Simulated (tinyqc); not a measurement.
Spin coating of a resist or spin-on film: centrifugal thinning, evaporation and the final thickness (Emslie and Meyerhofer models): one step, computed by the program tinyqc.

A Newtonian film stays uniform over the wafer; solvent and solids have the same density and the concentration is uniform through the thickness.

Task: Thinning without evaporation. dh/dt = -K h^3 gives h = h0/sqrt(1 + 2 K h0^2 t); for long times h = 1/sqrt(2 K t).

Inputs (values chosen for the exercise, of the order of those of a polymer resist in an ester solvent): starting thickness h0 = 400 micrometre; time t = 2.1 s.

flow constant K = 0.004410187 1/(micrometre^2 s)

Give: h(t) without evaporation; long-time form; time 1/(2 K h0^2).

Result:

h(t) without evaporation = 7.3464 micrometre

long-time form = 7.3476 micrometre

time 1/(2 K h0^2) = 7.0859e-04 s

The long-time form is within 0.017 %: the starting thickness is forgotten.
